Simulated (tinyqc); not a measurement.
From results back to parameters: interface roughness in a thin film (subband fluctuation and scattering). Three cases, with inputs chosen for the exercise.

Problem. The screened mobility was computed from a hidden rms height D.

Gaussian roughness spectrum S(q) = pi D^2 Lc^2 exp(-q^2 Lc^2/4). Degenerate gas, taken to fill one subband (the second starts to fill once c kF^2/md exceeds E2 - E1, which is not tested here): kF = sqrt(2 pi Ns/gv), q = 2 kF sin(theta/2), 1/tau = (md/(2 pi c hbar)) G^2 times the integral from 0 to pi of S(q)(1 - cos theta)/eps(q)^2 dtheta, eps(q) = 1 + qs/q with screening (qs = gv md q0/(c eps), q0 = e^2/(4 pi eps0), form factors left out, which overstates the screening; other scattering is left out too, so these values lie far above measured mobilities in all but the thinnest films) or 1 without; mobility = tau c2/md with c2 = e/m0 = 1.75882e15 cm^2/(V s^2); 1e12/cm^2 = 1e-4/angstrom^2.

Constants: hbar^2/2m0 = 3.80998211 eV angstrom^2; hbar = 6.58211957e-16 eV s; e^2/(4 pi eps0) = 14.39964547 eV angstrom.

Case 1.

Values chosen (near those of a thin Ge channel on (111), one valley; the results hold for these values, not for the real material): md = 0.084 m0 (mass in the plane); gv = 1 (valleys); Lc = 42 angstrom (correlation length); Ns = 1.2 x 1e12/cm^2 (sheet density); eps = 12.1 (mean dielectric constant at the channel).

G = |dE1/dt| = 0.8148 meV/angstrom
mobility = 1.02467e+06 cm^2/(V s)

Case 2.

Values chosen (near those of a thin Ge channel on (111), one valley; the results hold for these values, not for the real material): md = 0.081 m0 (mass in the plane); gv = 1 (valleys); Lc = 58 angstrom (correlation length); Ns = 2.9 x 1e12/cm^2 (sheet density); eps = 11.9 (mean dielectric constant at the channel).

G = |dE1/dt| = 1.3108 meV/angstrom
mobility = 2.71825e+06 cm^2/(V s)

Case 3.

Values chosen (near those of a thin Si channel on (100), two-fold valleys; the results hold for these values, not for the real material): md = 0.19 m0 (mass in the plane); gv = 2 (valleys); Lc = 48 angstrom (correlation length); Ns = 1.5 x 1e12/cm^2 (sheet density); eps = 7.8 (mean dielectric constant at the channel).

G = |dE1/dt| = 3.0872 meV/angstrom
mobility = 27397.6 cm^2/(V s)

Find: mobility for D = 1 angstrom; D.

Solution. The mobility goes as 1/D^2, so D is the square root of the ratio. One value fixes only D^2 times a function of Lc; a second density is needed to part the two.

Case 1.

mobility for D = 1 angstrom = 2.305e+06 cm^2/(V s)
D = 1.50 angstrom

Case 2.

mobility for D = 1 angstrom = 4.594e+06 cm^2/(V s)
D = 1.30 angstrom

Case 3.

mobility for D = 1 angstrom = 2.984e+05 cm^2/(V s)
D = 3.30 angstrom

Computed by tinyqc, one run a case: `OMP_NUM_THREADS=1 python tinyqc.py N N+1 out.jsonl` with N = 1250478, 1250552, 1250582; one thread of a shared Intel(R) Xeon(R) Processor @ 2.30GHz, about 0.02 s a run at most.
